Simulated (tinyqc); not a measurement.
The product rho l across metals: free and nearly free electrons in a metal.

Constants: hbar^2/2m0 = 3.80998211 eV angstrom^2; hbar = 6.58211957e-16 eV s.

Free electrons with m = 1; fcc cells hold 4 atoms and bcc cells 2; n = atoms z/a^3, kF = (3 pi^2 n)^(1/3), rho l = hbar kF/(n e^2), e = 1.602176634e-19 C. Inputs are chosen for the exercise.

Results:

| case | lattice | a (angstrom) | z | rho (micro-ohm cm) | kF (1/angstrom) | EF (eV) | l (nm) | rho l (1e-16 ohm m^2) |
|---|---|---|---|---|---|---|---|---|
| near Au | fcc | 4.071 | 1 | 2.38 | 1.206 | 5.54 | 35.1 | 8.36 |
| near Li | bcc | 3.512 | 1 | 9.37 | 1.110 | 4.69 | 10.5 | 9.88 |
| near Cu | fcc | 3.635 | 1 | 1.75 | 1.351 | 6.95 | 38.1 | 6.66 |
| near Ca | fcc | 5.627 | 2 | 3.50 | 1.100 | 4.61 | 28.7 | 10.06 |
| near Ag | fcc | 4.124 | 1 | 1.55 | 1.191 | 5.40 | 55.3 | 8.58 |
| near K | bcc | 5.250 | 1 | 7.56 | 0.742 | 2.10 | 29.2 | 22.07 |

What can be read from this table?

rho l falls as n^(-2/3): it is lowest for the case near Cu and highest for near K. The lowest bulk rho belongs to near Ag; in very narrow wires, where rho l rules, the order changes. Real Fermi surfaces depart from spheres, most for the polyvalent and noble metals.

Computed by tinyqc, a small Python program: `OMP_NUM_THREADS=1 python tinyqc.py 1680944 1680945 out.jsonl` (the numbers bound the seed that draws the inputs); one thread of a shared host (Intel(R) Xeon(R) Processor @ 2.30GHz), about 0.01 s for the whole set of steps.
